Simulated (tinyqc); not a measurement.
From one set of inputs to another, one input at a time: trap-assisted generation and recombination current of an abrupt junction. Computed by tinyqc, a small Python program. Command: `OMP_NUM_THREADS=1 python tinyqc.py 3018939 3018940 out.jsonl junctionleak ladder`. One thread of a shared host (Intel(R) Xeon(R) Processor @ 2.30GHz), about 0.03 s of CPU time with the checks.

Depletion approximation, flat quasi-Fermi levels across the depleted layer, long neutral regions with minority lifetimes tau_n and tau_p, full ionisation and Boltzmann statistics. Voltages in exponents stand for e V.

The inputs printed are set A. Inputs not listed in the table keep their values of set A, so the rows need not describe a real material.

Inputs (values chosen for the exercise, with bands and screening modelled on InP):
```
quantity                              value    unit
gap E_g                                1.36      eV
electron mass m_e                     0.079     m_0
valleys M_c                               1       -
hole mass m_h                         0.584     m_0
dielectric constant eps                12.4       -
acceptor density N_A                2.3e+16   cm^-3
donor density N_D                   1.7e+18   cm^-3
capture time tau_n                  2.6e-08       s
capture time tau_p                  1.2e-07       s
trap level E_t - E_i                  -0.11      eV
electron diffusion coefficient D_n       43  cm^2/s
hole diffusion coefficient D_p          2.9  cm^2/s
reverse bias V_r                        7.4       V
temperature T                           300       K
tunnelling mass m_t                    0.11     m_0
```

Field enhancement: Hurkx tunnelling factor.

Constants: k_B = 8.617333262e-05 eV/K; m_0 = 9.1093837015e-31 kg; k_B = 1.380649e-23 J/K; h = 6.62607015e-34 J s; e = 1.602176634e-19 C; eps_0 = 8.8541878128e-12 F/m; hbar = 1.054571817e-34 J s.

Method:
- N_c = 2 M_c (2 pi m_e k_B T/h^2)^(3/2) and N_v = 2 (2 pi m_h k_B T/h^2)^(3/2), masses in units of m_0.
- n_i = sqrt(N_c N_v) exp(-E_g/2 k_B T); V_bi = (k_B T/e) ln(N_A N_D/n_i^2); diffusion saturation current J_d0 = e n_i^2 [sqrt(D_n/tau_n)/N_A + sqrt(D_p/tau_p)/N_D].
- W = sqrt(2 eps eps_0 (V_bi - V)(1/N_A + 1/N_D)/e), x_p = W N_D/(N_A + N_D), x_n = W - x_p, peak field F_m = 2 (V_bi - V)/W; reverse bias means V = -V_r.
- Both capture times are divided by 1 + Gamma, Gamma = 2 sqrt(3 pi) (F/F_G) exp((F/F_G)^2), F_G = sqrt(24 m_t (k_B T)^3)/(e hbar) (the low-field Hurkx form), F being the local field, linear in x from 0 at the edges to F_m.
- Potential from the p edge: phi = (V_bi - V) x^2/(x_p W) on the p side and (V_bi - V)[1 - (W - x)^2/(x_n W)] on the n side; p = N_A exp(-phi/k_B T), n = n_i^2 exp(V/k_B T)/p; U = (n p - n_i^2)/[tau_p (n + n_i exp(dE/k_B T)) + tau_n (p + n_i exp(-dE/k_B T))], dE = E_t - E_i, n1 = n_i exp(dE/k_B T), p1 = n_i exp(-dE/k_B T); J_t = e int U dx by the trapezoid rule on 400 intervals on each side.
- Generation lifetime tau_g = tau_p exp(dE/k_B T) + tau_n exp(-dE/k_B T); textbook estimate e n_i W/tau_g; generation current J_g = -J_t; total = J_g + J_d0 (1 - exp(-V_r/k_B T)).

Each row keeps all changes above it:
```
input moved                      from       to  total reverse current (A/cm^2)  W (nm)  peak field F_m (V/cm)
set A                               -        -                      3.0308e-10  721.90             2.3906e+05
trap level E_t - E_i (eV)       -0.11        0                      3.7319e-09  721.90             2.3906e+05
capture time tau_p (s)        1.2e-07  2.2e-07                      2.2176e-09  721.90             2.3906e+05
gap E_g (eV)                     1.36    0.653                      1.9143e-03  691.69             2.2906e+05
acceptor density N_A (cm^-3)  2.3e+16  4.2e+16                      2.6728e-03  515.18             3.0814e+05
reverse bias V_r (V)              7.4      3.2                      7.9114e-04  353.51             2.1144e+05
capture time tau_n (s)        2.6e-08  1.5e-08                      8.3422e-04  353.51             2.1144e+05
donor density N_D (cm^-3)     1.7e+18    1e+18                      8.3423e-04  355.83             2.0930e+05
```

Total reverse current goes from 3.03e-10 to 8.34e-4, a factor 2.75e6 in all. The largest single move comes from gap E_g (a factor 863000). W goes from 722 to 356, a factor 0.493 in all. The largest single move comes from reverse bias V_r (a factor 0.686). Peak field F_m goes from 239000 to 209000, a factor 0.876 in all. The largest single move comes from reverse bias V_r (a factor 0.686), and acceptor density N_A works against it (a factor 1.35). The single moves hold for this order of the switches; the total does not depend on the order.

Caution (all rows): one side is doped near or above its effective density of states, so Boltzmann statistics understate V_bi. Caution (rows gap E_g, acceptor density N_A, reverse bias V_r, capture time tau_n, donor density N_D): at such a field avalanche multiplication or band-to-band tunnelling, left out here, may dominate the reverse current.

Extremes, crossings and ranges named in words are read from the listed rows.
